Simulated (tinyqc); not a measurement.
Shallow acceptor in the spherical four-band model: one step. Units and couplings. Two cases, with inputs chosen for the exercise.

Question. Give Ry*, a*, mu, delta and the spherical masses 1/(g1 (1 -/+ mu)).

Units Ry* = Ry/(g1 eps^2) and a* = a0 eps g1; mu = (6 g3 + 4 g2)/(5 g1) is the spherical heavy-light coupling and delta = (g3 - g2)/g1 the cubic term, which is left out.

Constants: Ry = 13.60569312 eV; a0 (Bohr radius) = 0.5291772105 angstrom.

Give: Ry*; a*; mu; delta; heavy and light mass.

Case 1.

Values chosen (near those of a shallow acceptor in Si, where the small spin-orbit splitting and strong warping make this model rough; shifted at random, so the results belong to these values and not to a real crystal): g1 = 4.24 (Luttinger gamma1); g2 = 0.34 (gamma2); g3 = 1.45 (gamma3); eps = 11.5 (dielectric constant).

Answer.

Ry* = 24.264 meV
a* = 25.80 angstrom
mu = 0.4745
delta = 0.2618

heavy and light mass (m0): 0.4488  0.1599

A hydrogen model with the heavy mass would bind by Ry*/(1 - mu) = 46.2 meV and with the light mass by 16.5 meV. delta/mu = 0.55: the cubic term is not small, so the spherical result is a first estimate.

Case 2.

Values chosen (near those of a shallow acceptor in InP; shifted at random, so the results belong to these values and not to a real crystal): g1 = 5.07 (Luttinger gamma1); g2 = 1.6 (gamma2); g3 = 2.1 (gamma3); eps = 12.6 (dielectric constant).

Answer.

Ry* = 16.903 meV
a* = 33.80 angstrom
mu = 0.7495
delta = 0.0986

heavy and light mass (m0): 0.7874  0.1127

A hydrogen model with the heavy mass would bind by Ry*/(1 - mu) = 67.5 meV and with the light mass by 9.7 meV. delta/mu = 0.13: the cubic term is a modest correction.

Computed by tinyqc, one run a case: `OMP_NUM_THREADS=1 python tinyqc.py N N+1 out.jsonl` with N = 1282520, 1282597; one thread of a shared Intel(R) Xeon(R) Processor @ 2.30GHz, about 0.06 s a run at most.
